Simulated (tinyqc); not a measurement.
Straight dislocations in isotropic elasticity: fields, energies, partials, Peierls stress and walls: one step, computed by the program tinyqc.

The line runs along z, the glide plane is y = 0, and beta is the angle between b and the line (0 screw, 90 degrees edge): b_e = b sin(beta) along +x with the extra half plane at y > 0, b_s = b cos(beta). Stress is positive in tension.

Task: Peierls-Nabarro core of the undissociated dislocation. Energy factor K = G [cos^2(beta) + sin^2(beta)/(1 - nu)]. Misfit energy gamma(u) = (gamma_us/2)(1 - cos(2 pi u/b)), so the largest restoring stress is tau_max = pi gamma_us/b; u(x) = b/2 + (b/pi) arctan(x/zeta), zeta = K b/(4 pi tau_max). Summing the misfit energy over atomic rows a' apart gives, for a wide core, W_P = (K b^2/pi) exp(-2 pi zeta/a') and sigma_P = (K b/a') exp(-2 pi zeta/a'); a' = b/2 for edge and 30-degree lines, b sqrt(3)/2 for screw and 60-degree lines.

Inputs (values chosen for the exercise, for a model fcc or diamond crystal): Burgers vector b = 4.064 angstrom; unstable fault energy gamma_us = 1400 mJ/m^2.

Character: 60-degree.

energy factor K = 59.37674 GPa

Constants: 1 eV/angstrom^3 = 160.2176634 GPa.

Give: tau_max; half width zeta; row spacing a'; Peierls barrier W_P; Peierls stress sigma_P.

Result:

tau_max = 10.822 GPa

half width zeta = 1.7743 angstrom

row spacing a' = 3.5195 angstrom

Peierls barrier W_P = 820.33 meV/nm

Peierls stress sigma_P = 2886.8 MPa
